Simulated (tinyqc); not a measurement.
# Worked calculation: octagonal on-chip spiral inductor, lumped pi model

Numbers from tinyqc (`OMP_NUM_THREADS=1 python tinyqc.py 2302105 2302106 out.jsonl`; about 0.02 s on one thread of a shared Intel Xeon 2.30GHz). Printed values are rounded.

Outer diameter do = di + 2 n wd + 2 (n - 1) sp, mean da = (do + di)/2, fill p = (do - di)/(do + di), length l = 3.314 n da. L = 2.25 mu0 n^2 da/(1 + 3.55 p), mu0 = 4 pi 1e-7 H/m. Rs = rho l/(wd delta (1 - exp(-th/delta))), delta = sqrt(rho/(pi f mu0)). Cs = n wd^2 eps0 eo/hu across the coil. At each end Cox = l wd eps0 eo/(2 ho) leads to the substrate branch Rsi = 2 rs he/(l wd) in parallel with Csi = l wd eps0 11.7/(2 he). With one end grounded Y = 1/(Rs + i w L) + i w Cs + 1/[1/(i w Cox) + 1/(1/Rsi + i w Csi)], w = 2 pi f; Q = -Im Y/Re Y. Eddy currents in neighbouring turns and in the substrate are left out.

Inputs (values chosen for the exercise); values of the order met in silicon radio-frequency processes:

| symbol | value | unit | meaning |
|---|---|---|---|
| n | 5.5 |  | number of turns |
| wd | 8 | um | line width |
| sp | 2 | um | space between turns |
| di | 60 | um | inner diameter |
| th | 2 | um | metal thickness |
| rho | 1.9 | uohm cm | metal resistivity |
| ho | 8.1 | um | oxide below the coil |
| hu | 0.9 | um | oxide between coil and underpass |
| eo | 4.1 |  | relative permittivity of the oxide |
| rs | 20 | ohm cm | substrate resistivity |
| he | 50 | um | effective spreading depth in the substrate |
| f | 2.2 | GHz | frequency |

Constants: eps0 = 8.8541878128e-12 F/m. Results are converted to the units shown.

## Geometry and model elements

do, l, L, delta, Rs, Cs, Cox, Rsi and Csi as defined.

do = 166 um
l = 2059.65 um
L = 3.62653 nH
delta = 1.47906 um
Rs = 4.46127 ohm
Cs = 14.1982 fF
Cox = 36.9234 fF
Rsi = 1213.80 ohm
Csi = 17.0694 fF

Rs is 1.82 times the direct-current value in this empirical form, which overstates the skin effect of a flat slab when delta is near th and so stands in for some current crowding.

## Admittance, quality factor and apparent inductance

Series branch 1/(Rs + i w L), substrate branch, total Y, Q = -Im Y/Re Y, apparent inductance Im(1/Y)/w, metal-only value w L/Rs, share of the loss in the substrate Re(substrate branch)/Re Y.

series branch = 1.7613-19.7915i mS
substrate branch = 0.173669+0.353064i mS
Y = 1.9350-19.2422i mS
Q = 9.94423
apparent inductance = 3.72197 nH
w L/Rs = 11.2366
share of the loss in the substrate = 8.97509 %

Q is 88.5 % of the metal-only value.
